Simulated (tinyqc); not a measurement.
Electrons shared among three sets of ellipsoidal valleys: one step. Effective densities of states. Three cases, with inputs chosen for the exercise.

Problem. N_i = M_i times N = 2 (m kB T/(4 pi c))^(3/2) with c = hbar^2/2m0, in 1/angstrom^3; times 1e24 for 1/cm^3, with m = (ml mt^2)^(1/3).

Constants: hbar^2/2m0 = 3.80998211 eV angstrom^2; kB = 8.617333262e-05 eV/K.

Case 1.

Values chosen (masses and offsets near those of InP; mobilities are free inputs, held fixed; not measured data):
- ml = (0.083, 1.779, 1.285) m0 (longitudinal masses of Gamma, L, X)
- mt = (0.083, 0.1336, 0.2808) m0 (transverse masses)
- M = (1, 4, 3) (valleys in each set)
- T = 77 K

Case 2.

Values chosen (masses and offsets near those of InP; mobilities are free inputs, held fixed; not measured data):
- ml = (0.082, 1.812, 1.351) m0 (longitudinal masses of Gamma, L, X)
- mt = (0.082, 0.1301, 0.2814) m0 (transverse masses)
- M = (1, 4, 3) (valleys in each set)
- T = 500 K

Case 3.

Values chosen (masses and offsets near those of GaP; mobilities are free inputs, held fixed; not measured data):
- ml = (1.937, 1.176, 0.133) m0 (longitudinal masses of X, L, Gamma)
- mt = (0.2409, 0.1549, 0.133) m0 (transverse masses)
- M = (3, 4, 1) (valleys in each set)
- T = 400 K

Give: kT; N_i.

Solution.

Case 1.

kT = 0.006635 eV

N_i (1/cm^3): Gamma 7.8027e+16, L 2.3258e+18, X 3.1160e+18

Case 2.

kT = 0.043087 eV

N_i (1/cm^3): Gamma 1.2678e+18, L 3.7823e+19, X 5.2981e+19

Case 3.

kT = 0.034469 eV

N_i (1/cm^3): X 3.8860e+19, L 2.5959e+19, Gamma 1.8739e+18

Computed by tinyqc, one run a case: `OMP_NUM_THREADS=1 python tinyqc.py N N+1 out.jsonl` with N = 1650114, 1650375, 1650462; one thread of a shared Intel(R) Xeon(R) Processor @ 2.30GHz, about 0.01 s a run at most.
